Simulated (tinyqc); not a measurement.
Capture against depth of the level: configuration-coordinate model of carrier capture at a defect.

Two parabolas of equal curvature k in one coordinate Q: with the carrier free at the band edge, U_f = k Q^2/2; with the carrier trapped, U_t = k (Q - dQ)^2/2 - ET. ER = k dQ^2/2, Huang-Rhys factor S = ER/hw, hw = 0.0646541 sqrt(k/M) eV for k in eV/angstrom^2 and M in u. The curves cross at a height Eb = (ER - ET)^2/(4 ER) above the free minimum.

Multiphonon factor for giving p = ET/hw phonons to the lattice: W = exp(-S (2 nb + 1)) ((nb + 1)/nb)^(p/2) I_p(x), nb = 1/(exp(hw/kT) - 1), x = 2 S sqrt(nb (nb + 1)), I_p the modified Bessel function. Classical limit: W = hw exp(-Eb/kT)/sqrt(4 pi ER kT). At T = 0: exp(-S) S^p/Gamma(p + 1).

Constants: kB = 8.617333262e-05 eV/K.

Inputs chosen for the exercise (out of a larger set: of the size met at a vacancy centre in SiC; not measured data):
- ER = 0.17 eV (relaxation energy)
- hw = 0.04 eV (phonon energy of the mode)
- T = 77 K (temperature)

ET is varied at fixed ER, hw and T, as by moving the band edge with alloying or pressure.

Against ET:
```
ET/ER  ET (eV)  Eb (eV)  log10 W  log10 W, classical
0.10     0.017   0.0344   -1.521              -2.727
0.25     0.043   0.0239   -1.189              -2.038
0.50     0.085   0.0106   -0.863              -1.169
0.75     0.128   0.0027   -0.726              -0.648
1.00     0.170   0.0000   -0.723              -0.474
1.25     0.212   0.0027   -0.822              -0.648
2.00     0.340   0.0425   -1.579              -3.255
3.00     0.510   0.1700   -3.341             -11.600
```

Give the missing row, ET/ER = 1.50, ET (eV) = 0.255.

Computed row:
```
ET/ER  ET (eV)  Eb (eV)  log10 W  log10 W, classical
1.50     0.255   0.0106   -1.006              -1.169
```

Capture is fastest at ET/ER = 1 among these rows, where the barrier vanishes or nearly so. The classical form is symmetric about ET = ER; the quantum one gives -0.86 at 0.5 and -1.01 at 1.5, against -1.17 for both. At ET = 3 ER it lies 8.3 decades above the classical value: deep levels capture by emitting many phonons, and the rate falls with depth by 10.4 decades per eV between the last two rows. Rows deeper than the gap of the host are formal.

Program tinyqc; command `OMP_NUM_THREADS=1 python tinyqc.py 1481428 1481429 out.jsonl`; about 0.01 s on one thread of a shared Intel(R) Xeon(R) Processor @ 2.30GHz.
